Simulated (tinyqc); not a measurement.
# Ballistic conductance of a hard-wall wire of rectangular section by counting modes: conductance against size

Subband edges E_(a,b) = (C pi^2/m) [(a/W)^2 + (b/Hh)^2], a, b = 1, 2, ...; C = hbar^2/(2 m0). Every mode transmits fully; spin gives the factor 2 in 2 q^2/h, valleys the factor gv.

G = (2 q^2/h) gv M; at zero temperature M counts the edges below Ef, at T it is the sum of degeneracy times f. The smooth (Sharvin) count is kF^2 A/(4 pi), kF = sqrt(m Ef/C), A = W Hh, perimeter p = 2 (W + Hh), and with the boundary term kF^2 A/(4 pi) - kF p/(4 pi). f = 1/(1 + exp((E_n - Ef)/Vt)).

Parameters, values chosen for the exercise:
- T = 77 K (temperature)
- m = 0.022 m0 (mass)
- gv = 1 (valleys)
- Ef = 0.388 eV (Fermi energy above the bulk band edge)
- Hh = 11 nm (height)

Constants: q = 1.602176634e-19 C, kB = 1.380649e-23 J/K, hbar = 1.054571817e-34 J s, h = 6.62607015e-34 J s, m0 = 9.1093837015e-31 kg, Vt = kB T/q, hbar^2/(2 m0) = 0.0380998212 eV nm^2. Results are converted to the units shown.

Result of one run:
```
M at T = 0  M at T  smooth count  with boundary term  G (uS)
3           2.9997        5.5305              2.5774  232.42
```

Which width W gave this result: 24.2, 28.2, 32.2, 36.1 or 40.1 nm?

W = 28.2 nm.

The whole series:
```
W (nm)  M at T = 0   M at T  smooth count  with boundary term  G (uS)
8.4              1  0.66347        1.6474             0.18592  51.406
12.4             1   1.0000        2.4318             0.66905  77.481
16.3             1   1.1686        3.1967              1.1401  90.548
20.3             2   2.0000        3.9812              1.6232  154.96
24.2             2   2.0831        4.7460              2.0943  161.40
28.2             3   2.9997        5.5305              2.5774  232.42
32.2             3   3.0714        6.3150              3.0606  237.98
36.1             4   3.9962        7.0798              3.5316  309.63
40.1             4   4.0540        7.8643              4.0148  314.11
44               5   4.9806        8.6291              4.4858  385.90
48               5   5.0446        9.4136              4.9689  390.86
```

The integer count climbs from 1 to 5 in steps, and G from 51.4 to 391 uS. In the last row M at T is 46 % below the smooth count and 1.5 % above the count with the boundary term: hard walls push the wave away from the edge and cost modes. The largest gap between M at T and the integer count is 0.34. In every row Ef exceeds 0.3 eV, where real bands are no longer parabolic.

tinyqc, about 0.3 s, one thread, Intel Xeon 2.30GHz (shared host): `OMP_NUM_THREADS=1 python tinyqc.py 2740014 2740015 out.jsonl`
